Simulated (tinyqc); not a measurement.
# Capacitance measurement on a leaky thin oxide: effects of series resistance and leakage: effects of single changes

The device is a capacitance C in parallel with a leakage conductance G, in series with Rs and Ls. An impedance meter reports either a parallel pair (Cp, Gp) from Y = 1/Z = Gp + i w Cp or a series pair (Cs, Rm) from Z = Rm + 1/(i w Cs); w = 2 pi f, dissipation D = Gp/(w |Cp|).

Parameters, values chosen for the exercise; values of the order met in thin-oxide MOS capacitors:
- eox = 3.9 (relative permittivity of the gate insulator (close to silicon dioxide))
- tox = 0.91 nm (insulator thickness)
- A = 2500 um^2 (gate area)
- zc = 0.53 nm (oxide-equivalent thickness added by the accumulation layer)
- zp = 0 nm (oxide-equivalent thickness added by gate depletion)
- Jg = 0.19 A/cm^2 (gate leakage current density, not matched to the thickness)
- Vs = 0.21 V (voltage for an e-fold rise of the leakage)
- Rs = 7 ohm (series resistance)
- Ls = 0 nH (series inductance)
- f = 1e5 Hz (measuring frequency)

Constants: eps0 = 8.8541878128e-14 F/cm where lengths are in cm. Results are converted to the units shown.

Each table varies one quantity; the others keep the values above.

## Readings against frequency

EOT = 3.9 tox/eox; CET = EOT + zc + zp; C = 3.9 eps0 A/CET; G = Jg A/Vs. Z = Rs + i w Ls + 1/(G + i w C); CET read from Cp = 3.9 eps0 A/Cp; errors under 0.001 % are printed as 0.

The same in every row: C (pF) = 59.95.

Readings against frequency:
```
f (Hz),Cp (pF),Cs (pF),D,error of Cp (%),error of Cs (%),CET read from Cp (nm)
1000,59.93,2.162e5,60.06,-0.0317,3.61e5,1.440
3000,59.93,2.408e4,20.02,-0.0317,4.01e4,1.440
10000,59.93,2222,6.006,-0.0317,3610,1.440
30000,59.93,300.1,2.002,-0.0317,401,1.440
1e5,59.93,81.57,0.6008,-0.0317,36.1,1.440
3e5,59.93,62.35,0.2010,-0.0317,4.01,1.440
1e6,59.93,60.17,0.06269,-0.0324,0.361,1.440
3e6,59.93,59.97,0.02793,-0.0379,0.0401,1.441
1e7,59.89,59.95,0.03237,-0.101,3.61e-3,1.441
3e7,59.56,59.95,0.08110,-0.653,0,1.449
```

What does the table show?

D goes from 60.1 through a minimum of 0.0279 (at f = 3e6 Hz among the rows listed) to 0.0811; without inductance its minimum lies at f = sqrt(G (1 + G Rs)/Rs)/(2 pi C) = 4.77e6 Hz. The error of Cp goes from -0.0317 to -0.653 % and that of Cs from 3.61e5 to 0 %; at low frequency Cp tends to C/(1 + G Rs)^2 and Cs grows as 1 + (G/(w C))^2. One of the two readings is within 2 % of C for f = 1000, 3000, 10000, 30000, 1e5, 3e5, 1e6, 3e6, 1e7, 3e7 Hz. For f = 1000, 3000, 10000, 30000 D exceeds 1, where the accuracy of real meters degrades in proportion to sqrt(1 + D^2).

## Effect of the gate area

Same model as above.

Rs is held fixed.

Effect of the gate area:
```
A (um^2),C (pF),Cp (pF),Cs (pF),D,error of Cp (%),error of Cs (%),CET read from Cp (nm)
20,0.4796,0.4796,0.6525,0.6005,0,36.1,1.440
70,1.679,1.679,2.284,0.6005,0,36.1,1.440
200,4.796,4.796,6.525,0.6005,-2.53e-3,36.1,1.440
600,14.39,14.39,19.58,0.6006,-7.60e-3,36.1,1.440
2000,47.96,47.95,65.25,0.6008,-0.0253,36.1,1.440
5000,119.9,119.8,163.1,0.6012,-0.0633,36.1,1.441
10000,239.8,239.5,326.3,0.6019,-0.127,36.1,1.442
40000,959.2,954.3,1305,0.6062,-0.507,36.1,1.447
```

What does the comparison show?

As A goes from 20 to 40000, the error of Cp goes from 0 to -0.507 %, that of Cs from 36.1 to 36.1 %, and D rises from 0.600 to 0.606. The CET read from Cp goes from 1.44 to 1.45 nm against the true 1.44 nm. G/(w C) does not depend on the area, while G Rs and w C Rs grow with it.

Program tinyqc, `OMP_NUM_THREADS=1 python tinyqc.py 2022190 2022191 out.jsonl`; Intel Xeon 2.30GHz, shared host, one thread, about 0.01 s.
